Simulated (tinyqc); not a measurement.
Worked calculation: three-level Kane dispersion of a narrow-gap semiconductor. Values are carried at full precision from step to step, so a last printed digit may differ when a step is redone from the rounded ones.

Zero of energy at Gamma8, c = hbar^2/2m0, P^2 = Ep c. The free-electron term and remote bands are left out, so the heavy holes are flat at E = 0 and the other three bands obey E (E - Eg)(E + Dso) = P^2 k^2 (E + 2 Dso/3). The conduction band is the highest root; its edge is Ec = max(Eg, 0).

Constants: hbar^2/2m0 = 3.80998211 eV angstrom^2; hbar = 6.58211957e-16 eV s; e^2/(4 pi eps0) = 14.39964547 eV angstrom; muB = 5.788381798e-05 eV/T.

Values chosen for the exercise (near those of grey Sn; not measured data):
```
symbol  value    unit        meaning
Eg      -0.411   eV          E(Gamma6) - E(Gamma8)
Dso     0.8      eV          spin-orbit splitting
Ep      22.9     eV          Kane energy
k       0.021    1/angstrom  wave vector
n       2.3e+18  cm^-3       electron density
eps     22.4                 high-frequency dielectric constant
B       3        T           magnetic field
```

## The three bands at one k

Expand the equation into E^3 + a2 E^2 + a1 E + a0 = 0 and give its roots; compare with the two-level form (Dso to infinity) E = Eg/2 +/- sqrt(Eg^2/4 + (2/3) P^2 k^2).

P^2 k^2 = 0.038477 eV^2

a2, a1, a0: 1.211000  0.290323  -0.020521

roots (eV): -0.8328  -0.4349  0.0567

two-level form (eV): -0.4660  0.0550

The two-level form misses the highest root by -1.6 meV. The order is inverted: the band that would be the light hole curves upward from Gamma8 and touches the heavy holes, so there is no gap.

## Mass at the edge and limiting velocity

For Eg < 0 the conduction band starts at Gamma8 with m0* = 3 |Eg|/(2 Ep). In the two-level form the velocity tends to v = sqrt(2/3) P/hbar, and |Eg| = 2 m v^2 with m = 3 |Eg|/(2 Ep), as for a relativistic particle. 1 angstrom = 1e-10 m.

m0* = 0.02692 m0
P = 9.3407 eV angstrom
v = 1.159e+06 m/s
k at which the linear part sets in, |Eg|/(2 hbar v) = 0.02695 1/angstrom

## Fermi level and mass at a given density

Degenerate electrons at T = 0: kF = (3 pi^2 n)^(1/3), 1 cm^-3 = 1e-24 angstrom^-3; EF is the highest root at kF. The momentum (cyclotron, optical) mass is m(E) = hbar^2 k/(dE/dk) = c d(k^2)/dE with d(k^2)/dE = k^2 [1/E + 1/(E - Eg) + 1/(E + Dso) - 1/(E + 2 Dso/3)]; the density of states is k d(k^2)/dE/(2 pi^2).

Edge mass m0* = 3 |Eg|/(2 Ep).

Compare EF - Ec with the parabolic value c kF^2/m0*.

kF = 0.04084 1/angstrom
EF - Ec = 0.1794 eV
parabolic value = 0.2360 eV
m(EF) = 0.04376 m0
m(EF)/m0* = 1.625
density of states at EF = 2.376e+19 1/(eV cm^3)

The parabola overstates EF - Ec by a factor of 1.32; (EF - Ec)/|Eg| = 0.44, and the two-level rule 1 + 2 (EF - Ec)/|Eg| = 1.873 estimates the mass ratio. Side valleys about 0.1 eV up, left out here, would already hold electrons, so EF and m(EF) are overstated.

## Plasma and cyclotron energies

hbar wp = sqrt(8 pi c (e^2/4 pi eps0) n/(eps m)), hbar wc = 2 muB B/m (classical limit), with m = m(EF) and, for comparison, the edge mass; n in angstrom^-3.

hbar wp with m(EF), with m0* (meV): 56.88  72.52

hbar wc with m(EF), with m0* (meV): 7.94  12.90

EF - Ec = 179.4 meV is 23 times hbar wc, so the classical value applies.

## Checks

- Roots of the cubic against the 8 x 8 Kane matrix without remote terms: they agree to 1e-10 or better.
- m(E) near the edge against m0*: both 0.02692.

Program tinyqc; command `OMP_NUM_THREADS=1 python tinyqc.py 1051293 1051294 out.jsonl`; about 0.01 s on one thread of a shared Intel(R) Xeon(R) Processor @ 2.30GHz.
